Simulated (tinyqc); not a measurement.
Band offset from the macroscopic average of a supercell potential: one step. The dipole behind the step. Five cases, with inputs chosen for the exercise.

Task: A step dV of the mean electron energy from A to B across an interface equals 4 pi (e^2/4 pi eps0) times a dipole per area p (in e angstrom per angstrom^2). For a change of 0.1 eV in dV, give the charge per area moved over 2 angstrom in a medium of dielectric constant eps: sigma = 0.1 eps/(4 pi (e^2/4 pi eps0) 2). 1 angstrom^-2 = 1e16 cm^-2.

Constants: e^2/(4 pi eps0) = 14.39964547 eV angstrom.

Give: |p|; sigma.

Case 1.

Values chosen (out of a larger set: gaps near those of Si and SiO2; not measured data): eps = 5.5 (dielectric constant at the interface).

dV = B - A = 0.59997 eV

Result:

|p| = 0.00332 e/angstrom
sigma = 1.52e+13 e/cm^2

With about 7e14 atoms per cm^2 in a plane (as on a silicon (100) face), 2.2 % of an electron per atom shifts the line-up by 0.1 eV.

Case 2.

Values chosen (out of a larger set: gaps near those of Si and GaP; not measured data): eps = 13.9 (dielectric constant at the interface).

dV = B - A = -4.34999 eV

Result:

|p| = 0.02404 e/angstrom
sigma = 3.84e+13 e/cm^2

With about 7e14 atoms per cm^2 in a plane (as on a silicon (100) face), 5.5 % of an electron per atom shifts the line-up by 0.1 eV.

Case 3.

Values chosen (out of a larger set: gaps near those of InAs and GaSb; not measured data): eps = 11.2 (dielectric constant at the interface).

dV = B - A = -7.33991 eV

Result:

|p| = 0.04056 e/angstrom
sigma = 3.09e+13 e/cm^2

With about 7e14 atoms per cm^2 in a plane (as on a silicon (100) face), 4.4 % of an electron per atom shifts the line-up by 0.1 eV.

Case 4.

Values chosen (out of a larger set: gaps near those of Si and HfO2; not measured data): eps = 5.9 (dielectric constant at the interface).

dV = B - A = 2.90999 eV

Result:

|p| = 0.01608 e/angstrom
sigma = 1.63e+13 e/cm^2

With about 7e14 atoms per cm^2 in a plane (as on a silicon (100) face), 2.3 % of an electron per atom shifts the line-up by 0.1 eV.

Case 5.

Values chosen (out of a larger set: gaps near those of InAs and GaSb; not measured data): eps = 11.7 (dielectric constant at the interface).

dV = B - A = 5.23986 eV

Result:

|p| = 0.02896 e/angstrom
sigma = 3.23e+13 e/cm^2

With about 7e14 atoms per cm^2 in a plane (as on a silicon (100) face), 4.6 % of an electron per atom shifts the line-up by 0.1 eV.

Computed by tinyqc, one run a case: `OMP_NUM_THREADS=1 python tinyqc.py N N+1 out.jsonl` with N = 1880413, 1880597, 1880684, 1880812, 1881154; one thread of a shared Intel(R) Xeon(R) Processor @ 2.30GHz, about 0.01 s a run at most.
